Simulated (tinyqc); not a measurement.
Worked calculation: plane-wave Kohn-Sham cycle with exchange-only LDA in a layered model solid. One step of it, computed by the program tinyqc.

Task: Iteration 2: levels at that k. Diagonalise the Hermitian matrix.

H (hartree), order -2, -1, +0, +1, +2:
```
[[0.100527, 0.017108, 0.066628, 0.006043, 0.001635],
 [0.017108, -0.133711, 0.017108, 0.066628, 0.006043],
 [0.066628, 0.017108, -0.211790, 0.017108, 0.066628],
 [0.006043, 0.066628, 0.017108, -0.133711, 0.017108],
 [0.001635, 0.006043, 0.066628, 0.017108, 0.100527]]
```

Give: eigenvalues.

Result:

eigenvalues (hartree): [-0.240, -0.201, -0.070, 0.099, 0.132]
